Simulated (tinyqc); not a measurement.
Worked calculation: UHF in the 3-21g basis, for H2, spin multiplicity 3. One step of it, computed by the program tinyqc.

Problem. Iteration 3: DIIS coefficients. Solve [B -1; -1 0][c; lambda] = [0; -1] for the coefficients, which sum to one.

B (overlaps of the stored error matrices):
```
               1              2              3
1  5.4485004e-03  1.5297509e-03  2.0578858e-05
2  1.5297509e-03  4.4210006e-04  9.5574242e-06
3  2.0578858e-05  9.5574242e-06  1.2115912e-06
```

Give: DIIS coefficients.

Solution.

DIIS coefficients: 0.1031  -0.3844  1.2813
